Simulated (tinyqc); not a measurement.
## Both saturation currents from two open-circuit voltages

Problem. Without shunt, at open circuit JL = J01 (exp(Voc/Vt) - 1) + J02 (exp(Voc/(2 Vt)) - 1). Find J01, J02 and the mean ideality (Voc2 - Voc1)/(Vt ln(JL2/JL1)).

Inputs (values chosen for the exercise):
```
symbol,value,unit,meaning
T,273,K,temperature
```

Constants: q = 1.602176634e-19 C, kB = 1.380649e-23 J/K, Vt = kB T/q. Results are converted to the units shown.

photocurrents (mA/cm^2): [33.4, 1.67]
Voc (V): [0.77904359, 0.69698748]

Solution. The relation is linear in J01 and J02, so two light levels give two equations; series resistance plays no part at open circuit.

J01 = 1.20e-16 A/cm^2
J02 = 2.90e-10 A/cm^2
mean ideality = 1.16

tinyqc, about 0.01 s, one thread, Intel Xeon 2.30GHz (shared host): `OMP_NUM_THREADS=1 python tinyqc.py 2280001 2280002 out.jsonl`
